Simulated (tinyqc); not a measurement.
Low-temperature mobility of a two-dimensional electron gas with static screening: one step, computed by the program tinyqc. Command: `OMP_NUM_THREADS=1 python tinyqc.py 3022505 3022506 out.jsonl twodeg walk`. One thread of a shared host (Intel(R) Xeon(R) Processor @ 2.30GHz), about 0.01 s of CPU time with the checks.

One subband is filled, the gas is degenerate and scatters at the Fermi circle; one permittivity serves on both sides of the interface. All formulas are in SI units, masses times m_0. Piezoelectric and polar phonons are left out, and n_s is taken as set by a gate, independent of N_i.

Task: Interface roughness. Form factors with u = q/b: screening G(q) = [1 + 9u/8 + 3u^2/8]/(1 + u)^3, remote charge P(q) = exp(-q d)/(1 + u)^3. Dielectric function eps(q) = 1 + q_TF G(q)/q, with q = 2 k_F sin(theta/2). Roughness: <|U|^2> = (e F)^2 S(q), S = pi Delta^2 Lambda^2 exp(-q^2 Lambda^2/4). 1/tau_t = (m/(pi hbar^3)) int_0^pi (1 - cos theta) <|U|^2>/eps(q)^2 dtheta; the quantum rate 1/tau_q drops the factor (1 - cos theta); 200 Gauss-Legendre points in s with theta = pi s^2, s from 0 to 1; mu = e tau_t/m.

Inputs (values chosen for the exercise, modelled on a silicon inversion layer):
```
quantity                                        value    unit
in-plane mass m                                 0.189     m_0
permittivity eps                                 11.7       -
roughness height Delta                           0.67      nm
correlation length Lambda                         7.8      nm
remote charge density N_i                     1.9e+11  1/cm^2
distance d of the charges from the interface      1.6      nm
```

Wave function: Fang-Howard. Roughness spectrum: Gaussian.

k_F = 0.5137059 1/nm

b = 1.952888 1/nm

q_TF = 1.221054 1/nm

effective field F = 0.7361779 MV/cm

Constants: m_0 = 9.1093837015e-31 kg; hbar = 1.054571817e-34 J s; e = 1.602176634e-19 C; eps_0 = 8.8541878128e-12 F/m.

Give: tau_t, roughness; tau_q, roughness; roughness mobility; tau_t/tau_q, roughness.

Result:

tau_t, roughness = 0.9758 ps

tau_q, roughness = 0.1814 ps

roughness mobility = 9081 cm^2/(V s)

tau_t/tau_q, roughness = 5.379

k_F Lambda = 4.01: long-wavelength roughness scatters mostly forward.
